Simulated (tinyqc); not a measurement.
Three surfaces against bond counting: Gupta-type many-body potential for a metal. Computed by tinyqc, a small Python program. Command: `OMP_NUM_THREADS=1 python tinyqc.py 3025774 3025775 out.jsonl gupta walk`. One thread of a shared host (Intel(R) Xeon(R) Processor @ 2.30GHz), about 0.01 s of CPU time with the checks.

E_i = sum_j A exp(-p (r_ij/r0 - 1)) - xi rho_i^gamma, with rho_i = sum_j exp(-2 q (r_ij/r0 - 1)); gamma = 1/2 is the tight-binding second-moment form. The crystal is fcc unless stated; d is the neighbour distance and a fixed number of shells is kept.

Inputs (values chosen for the exercise, modelled on platinum):
```
quantity                  value      unit
repulsion A               0.305        eV
hopping xi                 2.71        eV
decay p                    10.4         -
decay q                    4.01         -
reference distance r0     2.775  angstrom
shells kept                   1         -
embedding exponent gamma    0.5         -
```

Constants: 1 eV/angstrom^3 = 160.2176634 GPa; 1 eV/angstrom^2 = 16.02176634 J/m^2.

Method:
- fcc shells: d sqrt(k), k = 1..5, with 12, 6, 24, 12, 24 atoms; Omega = d^3/sqrt2.
- Equilibrium: dE/dd = 0; B = d^2 E''(d)/(9 Omega).
- Cut the crystal without relaxation; an atom in layer l keeps the neighbours that lie below the surface plane. Excess = E_i + E_c. Surface energy = sum of excesses over the layers, divided by the area per surface atom: (sqrt3/2) d^2 for (111), d^2 for (100), sqrt2 d^2 for (110).
- Bond counting with pair bonds charges E_c/12 for each missing nearest neighbour: 3, 4 and 6 per surface cell.

neighbour distance d = 2.77981 angstrom

cohesive energy E_c = 5.72808 eV

Surfaces:
```
face   missing bonds  excess (eV)  bond counting (eV)    ratio  surface energy (J/m^2)
(111)              3      0.35035              1.4320  0.24465                  0.8388
(100)              4      0.51254              1.9094  0.26844                  1.0627
(110)              6      0.80195              2.8640  0.28001                  1.1758
```

What does the comparison show, and why?

The order of surface energies is (111) < (100) < (110), with (110)/(111) = 1.402 against 1.225 from counting first-neighbour bonds. The excess is 0.24 to 0.28 of the bond-counting value: atoms with fewer neighbours have stronger bonds. Caution: relaxation, left out here, lowers surface energies. Caution: fitted second-moment potentials usually give surface energies well below measured ones.
